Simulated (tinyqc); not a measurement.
Crystal pulling from the melt: segregation, interface stability, heat balance and point-defect regime: one step, computed by the program tinyqc.

A dilute solute; steady pulling with a flat interface unless it is found unstable.

Question. Concentration at the frozen fraction g. Axial profile: C_s = k_eff C0 (1 - g)^(k_eff - 1 + beta), where beta, the evaporation velocity times the free melt area over the volume growth rate, is taken constant; bulk melt C_L = C_s/k_eff. Usable fraction: the g at which C_s has changed by 30 % from its first value (0.99 at most).

Inputs (values chosen for the exercise, for a model semiconductor): initial melt concentration C0 = 1.1e+18 1/cm^3; frozen fraction g = 0.24; evaporation number beta = 0.84.

Loss from the melt surface: evaporation.

k_eff = 0.2877023

Give: C_s; C_L; usable fraction.

Answer.

C_s = 3.056e+17 1/cm^3

C_L = 1.062e+18 1/cm^3

usable fraction = 0.9388

Evaporation outweighs segregation: C_s falls along the crystal.
